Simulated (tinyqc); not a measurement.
Zigzag graphene nanoribbon in tight binding, step by step. Values are carried at full precision from step to step, so a last printed digit may differ when a step is redone from the rounded ones.

A zigzag ribbon of N chains, sites A1, B1, A2, ..., BN across it. For each k it is a chain with bonds -2t cos(k/2) (A_n to B_n) and -t (B_n to A_(n+1)), and +D, -D on A and B. A1 and BN are the edge sites; the Dirac points project to k = 2 pi/3.

Inputs chosen for the exercise (near those used for graphene; the results hold for these values, not for the real material): t = 2.93 eV (hopping); N = 4 (zigzag chains); D = 0 eV (sublattice potential, +D on A and -D on B); k = 2.79 (k times the period sqrt3 acc); acc = 1.42 angstrom (bond length).

## The chain at this k

Form the k-dependent bond and the matrix.

2 cos(k/2) = 0.34978

H(k) (eV), lower triangle:
```
         A1       B1       A2       B2       A3       B3       A4  B4
A1        0
B1  -1.0249        0
A2        0  -2.9300        0
B2        0        0  -1.0249        0
A3        0        0        0  -2.9300        0
B3        0        0        0        0  -1.0249        0
A4        0        0        0        0        0  -2.9300        0
B4        0        0        0        0        0        0  -1.0249   0
```

An edge state of the finite ribbon needs 2 cos(k/2) < N/(N + 1) = 0.8000: it exists here.

## Levels and where the middle pair lives

Diagonalise H; average the weights of the two middle levels.

levels (eV): -3.7515  -3.1820  -2.3991  -0.0385  0.0385  2.3991  3.1820  3.7515

weights: A1 0.439, B1 0.001, A2 0.054, B2 0.006, A3 0.006, B3 0.054, A4 0.001, B4 0.439

The two edge sites hold 87.9 % of the middle pair, against 25.0 % for an even spread.

## The edge state from the half-plane solution

On a half plane the state lives on one sublattice with amplitudes (-x)^n, x = 2 cos(k/2): weight 1 - x^2 on the edge site, decay length -1.5 acc/ln x of the amplitude. The two edges mix to |E| = sqrt(D^2 + e^2), e about t x^N (1 - x^2).

edge weight = 0.8777
decay length = 2.028 angstrom
e = 0.0385 eV
|E| = 0.0385 eV

Diagonalising the chain of 8 sites gives |E| = 0.0385 eV; the estimate is -0.1 % from it.

## Checks

- Level at k = pi next to the edge pair against sqrt(t^2 + D^2): both 2.93000.

(tinyqc, `OMP_NUM_THREADS=1 python tinyqc.py 1480995 1480996 out.jsonl`, Intel(R) Xeon(R) Processor @ 2.30GHz, 1 thread, shared host, about 0.01 s.)
